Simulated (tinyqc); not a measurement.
Inside a calculation. Model: gas flow in a process chamber: flow regimes, conductance, effective pumping speed, pump-down, outgassing and purge. Computed by tinyqc, a small Python program that keeps every step. Command: `OMP_NUM_THREADS=1 python tinyqc.py 3120480 3120481 out.jsonl pump walk`. One thread of a shared host (Intel(R) Xeon(R) Processor @ 2.30GHz), about 0.07 s of CPU time with the checks. Intermediate numbers are printed to about 6 digits and carried at full precision; extremes and crossings named in words are read from the listed rows.

Ideal gas, isothermal flow, a pump of constant speed at the end of a round pipe; process gas, volume gas and outgassing are given the same properties. 1 sccm = 101325 Pa x 1e-6 m^3/60 s x T/273.15 K.

Inputs (values chosen for the exercise, modelled on hydrogen near room temperature):
```
quantity                     value            unit
molar mass M                 2.016           g/mol
molecular diameter            0.27              nm
viscosity eta                  8.9   micropascal s
temperature T                  293               K
chamber volume V                71               L
wall area                        2             m^2
pipe diameter d                2.5              cm
pipe length l                   42              cm
pump speed S                   9.2             L/s
process gas flow                24            sccm
outgassing rate after 1 h  6.4e-07  Pa m^3/(s m^2)
outgassing exponent n          1.1               -
starting pressure p0          2800              Pa
target base pressure         3e-05              Pa
```

Constants: k_B = 1.380649e-23 J/K; u = 1.6605390666e-27 kg.

## Molecular flow

Mean speed c = sqrt(8 k_B T/(pi m)); aperture conductance C_a = c pi d^2/16; molecular pipe C_m = C_a/(1 + 3 l/(4 d)) (Dushman form); viscous pipe C_v = pi d^4 p_mean/(128 eta l); Knudsen interpolation C = C_v + C_m (1 + x)/(1 + 1.24 x), x = d p_mean sqrt(m/(k_B T))/eta. Effective speed 1/S_eff = 1/S + 1/C_m; time constant V/S_eff; pressure at which the free path k_B T/(sqrt2 pi d_m^2 p) equals d.

mean speed c = 1754.19 m/s

C_a = 215.271 L/s

C_m = 15.8288 L/s

S_eff in molecular flow = 5.81829 L/s

time constant = 12.2029 s

pressure where the free path equals d = 0.499595 Pa

The pipe passes on 63 % of the pump speed.

## Process pressure

Steady flow: the pump inlet is at p_2 = Q/S, and the chamber pressure p_1 solves Q = C((p_1 + p_2)/2) (p_1 - p_2). Residence time = p_1 V/Q. Knudsen number = free path at the mean pressure over d.

throughput Q = 43.4753 Pa L/s

p_2 = 4.72558 Pa

chamber pressure p_1 = 6.32938 Pa

conductance C = 27.1077 L/s

residence time = 10.3366 s

Knudsen number = 0.0903839

The flow in the pipe is transitional.

## Purging a well-mixed chamber

With steady flow a contaminant decays as exp(-t/residence time); gas used = flow x time.

time to dilute 1e3 times = 71.4025 s

time to dilute 1e6 times = 142.805 s

gas used for 1e6 = 57.1220 standard cm^3

## Pump-down curve

Pump-down: V dp/dt = -S_eff(p) p + q(t) A, with S_eff = S p_2/p, where p_2 solves C((p + p_2)/2) (p - p_2) = S p_2 at each moment, and q(t) = q_1 (1 h/(t + 10 s))^n; integrated adaptively. At long times p = q(t) A/S_eff. S_eff(p) is tabulated at 260 pressures and interpolated in ln p. Comparison columns: p0 exp(-t/time constant) with the molecular S_eff (0 below 1e-26 p0), and the outgassing limit.

Pressure against time:
```
t (s)        p (Pa)  S_eff (L/s)  volume gas only (Pa)  outgassing limit (Pa)
0.3     2.69338e+03      9.18776           2.73200e+03            1.38110e-01
1       2.46015e+03      9.18661           2.57970e+03            1.28474e-01
3       1.89934e+03      9.18266           2.18973e+03            1.06908e-01
10      7.68954e+02      9.15739           1.23385e+03            6.65602e-02
30      6.07489e+01      8.71246           2.39593e+02            3.10514e-02
100     1.12039e-01      5.75601           7.73060e-01            1.02051e-02
300     3.42126e-03      5.81562           5.89282e-08            3.26475e-03
1000    9.02677e-04      5.81758                     0            8.90418e-04
3600    2.20154e-04      5.81812                     0            2.19326e-04
20000   3.33633e-05      5.81826                     0            3.33408e-05
100000  5.68013e-06      5.81828                     0            5.67936e-06
```

From t = 300 s on the pressure is within 20 % of the outgassing limit, which falls only as (t + 10 s)^-1.1: walls, not volume, set the time to base pressure. Early on viscous flow raises S_eff to 9.19 L/s, 1.6 times its molecular value.

## Time to base pressure

From the outgassing limit: t = 1 h x (q_1 A/(S_eff p_target))^(1/n) - 10 s; monolayer time at the target = 1e19 m^-2 x 4 k_B T/(p c) for unit sticking.

time to the target = 6.11552 h

monolayer time = 3.07478 s

Checks made by the program: throughput from C and the pressure drop (relative difference below 1e-10).
